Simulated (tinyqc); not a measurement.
Random telegraph noise from one oxide trap in a small MOSFET: one step of the calculation.

An acceptor-like trap exchanges electrons with the channel. Inversion charge Q = Cox u, u = n Vt W0(exp((Vg - VT)/(n Vt))), W0 the Lambert function, n = nf, Cox = eps0 eox/tox; linear regime Id = (W/L) mu Q Vd. Relative to threshold the surface potential rises by Vt ln(u/u0) and the oxide voltage by the rest of Vg - VT, with u0 = n Vt W0(1).

Problem. Trap level, time constants and occupancy. N = Cox u/q; dpsi = Vt ln(u/u0); E = E0 - dpsi - (xt/tox)(Vg - VT - dpsi); capture time tc = 1/[(N/zi) vth s0 exp(-xt/lt - EB/Vt)]; emission time te = tc exp(-E/Vt); occupancy te/(tc + te).

Inputs (values chosen for the exercise); values of the order met in silicon transistors:
```
symbol,value,unit,meaning
T,350,K,temperature
eox,3.9,,relative permittivity of the gate insulator (close to silicon dioxide)
tox,1.1,nm,insulator thickness
xt,0.34,nm,depth of the trap from the channel interface
E0,0.25,eV,trap level above the channel Fermi level at threshold
s0,5e-17,cm^2,capture prefactor
EB,0.25,eV,capture barrier (lattice relaxation)
lt,0.15,nm,tunnelling decay length
vth,2e7,cm/s,thermal velocity
zi,2,nm,thickness of the inversion layer
VT,0.23,V,threshold voltage
nf,1.12,,body factor
Vg,0.74,V,gate voltage
```

Constants: q = 1.602176634e-19 C, kB = 1.380649e-23 J/K, Vt = kB T/q, eps0 = 8.8541878128e-14 F/cm where lengths are in cm. Results are converted to the units shown.

Find: u; N; dpsi; E; tc; te; occupancy.

Solution.

u = 0.4245 V
N = 8.317e12 cm^-2
dpsi = 0.09344 V
E = 0.02780 eV
tc = 9.232e-7 s
te = 3.672e-7 s
occupancy = 0.2846

The trap lies 0.92 Vt above the Fermi level, so it is filled 28.5 % of the time.

Range of the model: VT is taken as given; short-channel effects and the uneven flow of current among few electrons are left out.

Numbers from tinyqc (`OMP_NUM_THREADS=1 python tinyqc.py 2710154 2710155 out.jsonl`; about 0.01 s on one thread of a shared Intel Xeon 2.30GHz).
